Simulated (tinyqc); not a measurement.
Competing polymorphs of an oxide film: bulk, surface, grain-boundary, dopant and field terms: one step, computed by the program tinyqc. Command: `OMP_NUM_THREADS=1 python tinyqc.py 3006042 3006043 out.jsonl polymorph walk`. One thread of a shared host (Intel(R) Xeon(R) Processor @ 2.30GHz), about 0.01 s of CPU time with the checks.

Phases: monoclinic m (reference), polar orthorhombic o, tetragonal t. Free energies per formula unit (f.u.); 1 J/m^2 x angstrom^3/nm = 6.241509 meV.

Question. Phase shares in a spread of grain sizes. With G = b + gamma Omega A (b the bulk free energy per formula unit, A the area per volume), two phases i, j cross at A_ij = (b_j - b_i)/(Omega (gamma_i - gamma_j)); o has a window only if A_mo < A_ot. Grain radii are log-normal by volume with median R and width sigma; the share with A above A* is that with radius below R*, R* = f_b/(A* - 2/h) (all grains if A* <= 2/h), share = (1/2) erfc[-ln(R*/R)/(sqrt 2 sigma)]. Effective permittivity of a layer of thickness h built of such grains, taken in parallel: sum of share x eps; EOT = interlayer + 3.9 h/eps.

Inputs (values chosen for the exercise, for a model oxide):

| quantity | value | unit |
|---|---|---|
| surface energy of m | 2.74 | J/m^2 |
| surface energy of o | 1.96 | J/m^2 |
| surface energy of t | 1.84 | J/m^2 |
| grain-boundary energy over surface energy | 0.55 | - |
| volume per formula unit Omega | 34.5 | angstrom^3 |
| film thickness h | 6.6 | nm |
| grain radius R | 22 | nm |
| temperature T | 300 | K |
| width sigma of ln R | 0.46 | - |
| interlayer thickness (SiO2) | 1.2 | nm |

Geometry: columnar grains in a film.

permittivities of m, o, t: 20  24  36

b (meV/f.u.): m 0.00, o 50.69, t 70.30

Give: volume shares; share of o; effective permittivity; equivalent oxide thickness.

Answer.

volume shares: m 0.00000, o 1.00000, t 0.00000

share of o = 1.00000

effective permittivity = 24.000

equivalent oxide thickness = 2.2725 nm

One phase holds nearly all the volume.
